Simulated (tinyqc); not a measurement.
MOS inversion layer, Poisson-Schroedinger loop: one step of the calculation.

Electrons confined at an insulator interface at z = 0, treated as a hard wall; parabolic valleys, Hartree approximation, no image or exchange terms. The depletion charge lies far deeper than the electrons and gives a uniform field q Nd/(eps0 eps_r); the gate balances all charge. Energies are counted from the band edge at the interface.

Task. Levels and probability densities. Tridiagonal Hamiltonian with psi = 0 one step beyond both ends: H_ii = C (1/m_(i-1/2) + 1/m_(i+1/2))/hz^2 + V0_i + U_i (+ dE for the set B), H_(i,i+1) = -C/(m_(i+1/2) hz^2), C = hbar^2/(2 m0). The lowest 2 level(s) of each valley set are kept, normalised to hz sum |psi|^2 = 1. The mass is the same on all intervals.

Values chosen for this exercise; masses and permittivity close to those of silicon (100):
```
symbol,value,unit,meaning
mz1,0.916,m0,mass along z of valley set A (2 valley(s))
mz2,0.193,m0,mass along z of valley set B (4 valley(s))
dE,0,eV,extra shift of set B (strain)
hz,2.3,nm,mesh step
```

Constants: q = 1.602176634e-19 C, hbar = 1.054571817e-34 J s, m0 = 9.1093837015e-31 kg, hbar^2/(2 m0) = 0.0380998212 eV nm^2. Results are converted to the units shown.

```
node  fixed potential V0 (eV)  self-consistent potential U at the start (eV)
1                  0.00789322                                              0
2                  0.01578644                                              0
3                  0.02367966                                              0
4                  0.03157288                                              0
5                  0.03946610                                              0
6                  0.04735932                                              0
7                  0.05525254                                              0
8                  0.06314576                                              0
9                  0.07103898                                              0
10                 0.07893220                                              0
11                 0.08682542                                              0
12                 0.09471864                                              0
13                 0.10261186                                              0
14                 0.11050508                                              0
```

Wanted: levels; |psi|^2 of A1; |psi|^2 of A2; |psi|^2 of B1; |psi|^2 of B2.

Result.

levels (eV): A1 0.017766, A2 0.029867, B1 0.030546, B2 0.052773

```
node  |psi|^2 of A1 (1/nm)  |psi|^2 of A2 (1/nm)  |psi|^2 of B1 (1/nm)  |psi|^2 of B2 (1/nm)
1                  0.26309               0.12703               0.07907               0.06909
2                  0.14579               0.08022               0.15342               0.04393
3                  0.02391               0.17279               0.12060               0.00264
4                  0.00191               0.04886               0.05711               0.07416
5                  0.00009               0.00553               0.01884               0.11460
6                  0.00000               0.00034               0.00467               0.08067
7                  0.00000               0.00001               0.00091               0.03546
8                  0.00000               0.00000               0.00014               0.01105
9                  0.00000               0.00000               0.00002               0.00261
10                 0.00000               0.00000               0.00000               0.00049
11                 0.00000               0.00000               0.00000               0.00008
12                 0.00000               0.00000               0.00000               0.00001
13                 0.00000               0.00000               0.00000               0.00000
14                 0.00000               0.00000               0.00000               0.00000
```

Computed by the program tinyqc: `OMP_NUM_THREADS=1 python tinyqc.py 2160163 2160164 out.jsonl`, one thread of a shared Intel Xeon 2.30GHz, about 1 s for the whole run.
